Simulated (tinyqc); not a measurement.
Eight-band Kane k.p model: one step. Levels and orbital character. Four cases, with inputs chosen for the exercise.

Question. Diagonalise H; the levels come in pairs. The weights are summed over spin and averaged over each pair.

Give: levels, each twofold; weights.

Case 1.

H(k) (eV), rows S+, X+, Y+, Z+, S-, X-, Y-, Z- and columns alike:
$$\begin{pmatrix}
1.402404 & 0.230340i & 0.363228i & 0.124029i & 0 & 0 & 0 & 0 \\
-0.230340i & -0.041622 & 0.007787-0.036000i & 0.002659 & 0 & 0 & 0 & 0.036000 \\
-0.363228i & 0.007787+0.036000i & -0.022794 & 0.004193 & 0 & 0 & 0 & -0.036000i \\
-0.124029i & 0.002659 & 0.004193 & -0.050615 & 0 & -0.036000 & 0.036000i & 0 \\
0 & 0 & 0 & 0 & 1.402404 & 0.230340i & 0.363228i & 0.124029i \\
0 & 0 & 0 & -0.036000 & -0.230340i & -0.041622 & 0.007787+0.036000i & 0.002659 \\
0 & 0 & 0 & -0.036000i & -0.363228i & 0.007787-0.036000i & -0.022794 & 0.004193 \\
0 & 0.036000 & 0.036000i & 0 & -0.124029i & 0.002659 & 0.004193 & -0.050615
\end{pmatrix}$$

Answer.

levels, each twofold (eV): [-0.1760, -0.0576, -0.0106, 1.5316]

weights, rows S, X, Y, Z; columns pair 1, pair 2, pair 3, pair 4:
$$\begin{pmatrix}
0.058 & 0.019 & 0.000 & 0.923 \\
0.291 & 0.299 & 0.390 & 0.020 \\
0.478 & 0.250 & 0.222 & 0.051 \\
0.173 & 0.433 & 0.388 & 0.006
\end{pmatrix}$$

The conduction pair has 7.7 % valence character at this k; the valence pair with most S character is pair 1 (5.8 %).

Case 2.

H(k) (eV), rows S+, X+, Y+, Z+, S-, X-, Y-, Z- and columns alike:
$$\begin{pmatrix}
1.518830 & 0.129138i & 0.357613i & 0.069536i & 0 & 0 & 0 & 0 \\
-0.129138i & -0.127513 & -0.001044-0.114000i & -0.000203 & 0 & 0 & 0 & 0.114000 \\
-0.357613i & -0.001044+0.114000i & -0.107612 & -0.000562 & 0 & 0 & 0 & -0.114000i \\
-0.069536i & -0.000203 & -0.000562 & -0.129632 & 0 & -0.114000 & 0.114000i & 0 \\
0 & 0 & 0 & 0 & 1.518830 & 0.129138i & 0.357613i & 0.069536i \\
0 & 0 & 0 & -0.114000 & -0.129138i & -0.127513 & -0.001044+0.114000i & -0.000203 \\
0 & 0 & 0 & -0.114000i & -0.357613i & -0.001044-0.114000i & -0.107612 & -0.000562 \\
0 & 0.114000 & 0.114000i & 0 & -0.069536i & -0.000203 & -0.000562 & -0.129632
\end{pmatrix}$$

Answer.

levels, each twofold (eV): [-0.3787, -0.0615, -0.0122, 1.6065]

weights, rows S, X, Y, Z; columns pair 1, pair 2, pair 3, pair 4:
$$\begin{pmatrix}
0.017 & 0.032 & 0.000 & 0.951 \\
0.305 & 0.255 & 0.434 & 0.006 \\
0.384 & 0.459 & 0.114 & 0.042 \\
0.294 & 0.254 & 0.451 & 0.002
\end{pmatrix}$$

The conduction pair has 4.9 % valence character at this k; the valence pair with most S character is pair 2 (3.2 %).

Case 3.

H(k) (eV), rows S+, X+, Y+, Z+, S-, X-, Y-, Z- and columns alike:
$$\begin{pmatrix}
0.375321 & 0.046088i & 0 & 0.202785i & 0 & 0 & 0 & 0 \\
-0.046088i & -0.134692 & -0.129667i & 0.000637 & 0 & 0 & 0 & 0.129667 \\
0 & 0.129667i & -0.135271 & 0 & 0 & 0 & 0 & -0.129667i \\
-0.202785i & 0.000637 & 0 & -0.124061 & 0 & -0.129667 & 0.129667i & 0 \\
0 & 0 & 0 & 0 & 0.375321 & 0.046088i & 0 & 0.202785i \\
0 & 0 & 0 & -0.129667 & -0.046088i & -0.134692 & 0.129667i & 0.000637 \\
0 & 0 & 0 & -0.129667i & 0 & -0.129667i & -0.135271 & 0 \\
0 & 0.129667 & 0.129667i & 0 & -0.202785i & 0.000637 & 0 & -0.124061
\end{pmatrix}$$

Answer.

levels, each twofold (eV): [-0.4102, -0.0596, -0.0052, 0.4563]

weights, rows S, X, Y, Z; columns pair 1, pair 2, pair 3, pair 4:
$$\begin{pmatrix}
0.026 & 0.113 & 0.000 & 0.861 \\
0.303 & 0.211 & 0.475 & 0.010 \\
0.299 & 0.200 & 0.496 & 0.004 \\
0.372 & 0.475 & 0.028 & 0.125
\end{pmatrix}$$

The conduction pair has 13.9 % valence character at this k; the valence pair with most S character is pair 2 (11.3 %).

Case 4.

H(k) (eV), rows S+, X+, Y+, Z+, S-, X-, Y-, Z- and columns alike:
$$\begin{pmatrix}
3.128893 & 0.125525i & 0.448304i & 0 & 0 & 0 & 0 & 0 \\
-0.125525i & -0.113079 & -0.004733-0.092667i & 0 & 0 & 0 & 0 & 0.092667 \\
-0.448304i & -0.004733+0.092667i & -0.097055 & 0 & 0 & 0 & 0 & -0.092667i \\
0 & 0 & 0 & -0.114443 & 0 & -0.092667 & 0.092667i & 0 \\
0 & 0 & 0 & 0 & 3.128893 & 0.125525i & 0.448304i & 0 \\
0 & 0 & 0 & -0.092667 & -0.125525i & -0.113079 & -0.004733+0.092667i & 0 \\
0 & 0 & 0 & -0.092667i & -0.448304i & -0.004733-0.092667i & -0.097055 & 0 \\
0 & 0.092667 & 0.092667i & 0 & 0 & 0 & 0 & -0.114443
\end{pmatrix}$$

Answer.

levels, each twofold (eV): [-0.3169, -0.0549, -0.0186, 3.1948]

weights, rows S, X, Y, Z; columns pair 1, pair 2, pair 3, pair 4:
$$\begin{pmatrix}
0.008 & 0.012 & 0.000 & 0.980 \\
0.303 & 0.239 & 0.457 & 0.001 \\
0.399 & 0.497 & 0.086 & 0.018 \\
0.291 & 0.252 & 0.457 & 0.000
\end{pmatrix}$$

The conduction pair has 2.0 % valence character at this k; the valence pair with most S character is pair 2 (1.2 %).

Computed by tinyqc, one run a case: `OMP_NUM_THREADS=1 python tinyqc.py N N+1 out.jsonl` with N = 1050770, 1050902, 1050979, 1050999; one thread of a shared Intel(R) Xeon(R) Processor @ 2.30GHz, about 0.1 s a run at most.
